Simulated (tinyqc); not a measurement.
## Permittivity of the insulator from five potentials

Inverse problem. A node lies on a semiconductor-insulator interface. Steps: hs = tb/1 down into the semiconductor, ho = tox/1 up into the insulator, hy = L/4 sideways. The flux balance of its box reads eox (hy/ho)(above - node) + eps_r (hy/hs)(below - node) + [(eps_r hs + eox ho)/(2 hy)](left + right - 2 node) - q Na (hs/2) hy/eps0 = 0. Find eox.

Parameters, values chosen for the exercise; semiconductor permittivity close to that of germanium:

| symbol | value | unit | meaning |
|---|---|---|---|
| eps_r | 16 |  | relative permittivity of the semiconductor |
| tb | 6 | nm | body thickness |
| tox | 2 | nm | insulator thickness |
| L | 35 | nm | channel length |
| Na | 3e18 | cm^-3 | acceptor density of the depleted body |

Constants: q = 1.602176634e-19 C, eps0 = 8.8541878128e-14 F/cm where lengths are in cm. Results are converted to the units shown.

psi (V): node -0.016696837, above -0.04, below -0.0037611007, left 0.045112169, right 0.17788563

Answer. The balance is linear in eox.

eox = 3.900

Computed by the program tinyqc: `OMP_NUM_THREADS=1 python tinyqc.py 2480082 2480083 out.jsonl`, one thread of a shared Intel Xeon 2.30GHz, about 0.09 s for the whole run.
